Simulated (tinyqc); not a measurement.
# Inputs raised by 5 %, one at a time

Model: Bloch-Grueneisen resistivity of a metal. Computed by tinyqc, a small Python program. Command: `OMP_NUM_THREADS=1 python tinyqc.py 3031167 3031168 out.jsonl bg sens`. One thread of a shared host (Intel(R) Xeon(R) Processor @ 2.30GHz), about 0.01 s of CPU time with the checks.

Electrons scatter from a Debye spectrum of phonons (n = 5 for scattering within one band, n = 3 for scattering into a second, heavy band) and from static defects.

Inputs (values chosen for the exercise, modelled on copper): exponent n = 5; Debye temperature Theta = 345 K; transport coupling lambda_tr = 0.12; Drude plasma energy hbar w_p = 9.2 eV; residual resistivity rho_0 = 0.0023 microohm cm; temperature T = 200 K.

Addition: none.

Constants: k_B = 1.380649e-23 J/K; hbar = 1.054571817e-34 J s; eps_0 = 8.8541878128e-12 F/m; hbar = 6.582119569e-16 eV s; k_B = 8.617333262e-05 eV/K.

Method:
- J_n(y) = int_0^y x^n e^x/(e^x - 1)^2 dx, by 96 Gauss-Legendre points (upper limit at most 60).
- rho_ph = (n - 1) rho_1 (T/Theta)^n J_n(Theta/T), with rho_1 = 2 pi lambda_tr k_B Theta/(hbar eps_0 w_p^2), the high-temperature line at T = Theta.
- Matthiessen's rule: rho = rho_0 + rho_ph.
- Temperature coefficient (1/rho) d rho/dT by a central difference of +/- 0.5 K; residual ratio rho(295 K)/rho(4.2 K); scattering time tau = 1/(eps_0 w_p^2 rho); Wiedemann-Franz kappa = L_0 T/rho, L_0 = (pi^2/3)(k_B/e)^2.

Runs; columns: (1) input moved; (2) from; (3) to; (4) resistivity rho (microohm cm); (5) temperature coefficient (1e-3/K); (6) residual resistance ratio; (7) Wiedemann-Franz conductivity (W/(m K)):
```
(1)                                          (2)       (3)     (4)     (5)     (6)     (7)
base run                                       -         -  0.9742  6.5476  679.97  501.56
Debye temperature Theta (K)                  345    362.25  0.9588  6.6976  674.86  509.62
transport coupling lambda_tr                0.12     0.126  1.0228  6.5483  713.92  477.73
Drude plasma energy hbar w_p (eV)            9.2      9.66  0.8838  6.5460  616.85  552.83
residual resistivity rho_0 (microohm cm)  0.0023  0.002415  0.9743  6.5468  647.64  501.50
temperature T (K)                            200       210  1.0377  6.1054  679.97  494.38
```

Exponents ln(y'/y) / ln(x'/x):
```
input                         resistivity rho  temperature coefficient  residual resistance ratio  Wiedemann-Franz conductivity
Debye temperature Theta                -0.327                    0.464                     -0.155                         0.327
transport coupling lambda_tr            0.998                    0.002                      0.998                        -0.998
Drude plasma energy hbar w_p           -1.995                   -0.005                     -1.997                         1.995
residual resistivity rho_0              0.002                   -0.002                     -0.998                        -0.002
temperature T                           1.296                   -1.433                      0.000                        -0.296
```

Which inputs matter most for each result?

Among the inputs moved here: resistivity rho answers most in size to Drude plasma energy hbar w_p (exponent -1.995), next to temperature T (+1.296). Temperature coefficient answers most in size to temperature T (exponent -1.433), next to Debye temperature Theta (+0.464). Residual resistance ratio answers most in size to Drude plasma energy hbar w_p (exponent -1.997), next to transport coupling lambda_tr (+0.998); its exponent is below 0.0005 for temperature T. Its exponent -0.998 in residual resistivity rho_0: a clean metal, where the ratio is rho(295 K)/rho_0. Wiedemann-Franz conductivity answers most in size to Drude plasma energy hbar w_p (exponent +1.995), next to transport coupling lambda_tr (-0.998).

Caution (rows base run, Debye temperature Theta, transport coupling lambda_tr, Drude plasma energy hbar w_p, residual resistivity rho_0): below about Theta/2 small-angle phonon scattering degrades heat flow more than charge flow, so a thermal conductivity taken from rho by the Wiedemann-Franz law would be too high.
